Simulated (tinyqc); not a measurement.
Inside a calculation. Method: RHF in the sto-6g basis, for BeH2, spin multiplicity 1. One step of it, computed by the program tinyqc.

Question. Iteration 9 (converged): orbitals. Diagonalise F' = X^T F X, C = X C', fill 3 alpha and 3 beta electrons from the bottom; D = 2 C_occ C_occ^T. Each column has its largest component positive (the first on a tie).

converged F (hartree), lower triangle:
```
            1Be 1s     1Be 2s   1Be 2px    1Be 2py    1Be 2pz      2H 1s      3H 1s
1Be 1s   -4.593197
1Be 2s   -1.249003  -0.585223
1Be 2px   0.000000   0.000000  0.209945
1Be 2py   0.000000   0.000000  0.000000  -0.198043
1Be 2pz   0.001750  -0.016782  0.000000   0.000000   0.208133
2H 1s    -0.292090  -0.380275  0.000000  -0.321331  -0.020928  -0.279988
3H 1s    -0.292090  -0.380275  0.000000   0.321331  -0.020928  -0.033749  -0.279988
```

X:
```
                 1          2          3         4          5          6         7
1Be 1s    0.000000  -0.341889   0.896747  0.000000  -0.306732   0.000000  0.250410
1Be 2s    0.000000   1.166835  -0.100320  0.000000  -0.051762   0.000000  0.522386
1Be 2px   0.000000   0.000000   0.000000  1.000000   0.000000   0.000000  0.000000
1Be 2py   1.311710   0.000000   0.000000  0.000000   0.000000   0.549777  0.000000
1Be 2pz   0.000000   0.098256   0.339299  0.000000   0.937284   0.000000  0.041302
2H 1s    -0.946206  -0.743965  -0.262315  0.000000   0.091782   0.381073  0.354845
3H 1s     0.946206  -0.743965  -0.262315  0.000000   0.091782  -0.381073  0.354845
```

Give: F' = X^T F X; orbital energies; coefficients C; D after iteration 9.

Answer.

F' = X^T F X (hartree), lower triangle:
```
        1        2        3       4        5        6        7
1  0.8136
2  0.0000   0.3430
3  0.0000   0.5300  -3.2496
4  0.0000   0.0000   0.0000  0.2099
5  0.0000  -0.1752   1.2750  0.0000  -0.2623
6  0.0478   0.0000   0.0000  0.0000   0.0000  -0.4007
7  0.0000   0.2197  -1.5166  0.0000   0.5784   0.0000  -1.2408
```

orbital energies (hartree): MO1 -4.5948, MO2 -0.4414, MO3 -0.4025, MO4 0.2067, MO5 0.2099, MO6 0.4199, MO7 0.8155

coefficients C:
```
             MO1      MO2      MO3      MO4     MO5      MO6      MO7
1Be 1s    0.9947  -0.2076   0.0000   0.0369  0.0000  -0.2098   0.0000
1Be 2s    0.0213   0.5726   0.0000  -0.1695  0.0000   1.1358   0.0000
1Be 2px   0.0000   0.0000   0.0000   0.0000  1.0000   0.0000   0.0000
1Be 2py   0.0000   0.0000   0.4978   0.0000  0.0000   0.0000   1.3323
1Be 2pz  -0.0001   0.0190   0.0000   0.9852  0.0000   0.1847   0.0000
2H 1s    -0.0024   0.3963   0.4180   0.0745  0.0000  -0.7707  -0.9305
3H 1s    -0.0024   0.3963  -0.4180   0.0745  0.0000  -0.7707   0.9305
```

D after iteration 9, lower triangle:
```
          1Be 1s  1Be 2s  1Be 2px  1Be 2py  1Be 2pz    2H 1s   3H 1s
1Be 1s    2.0649
1Be 2s   -0.1953  0.6566
1Be 2px   0.0000  0.0000   0.0000
1Be 2py   0.0000  0.0000   0.0000   0.4956
1Be 2pz  -0.0081  0.0218   0.0000   0.0000   0.0007
2H 1s    -0.1692  0.4537   0.0000   0.4161   0.0151   0.6635
3H 1s    -0.1692  0.4537   0.0000  -0.4161   0.0151  -0.0352  0.6635
```
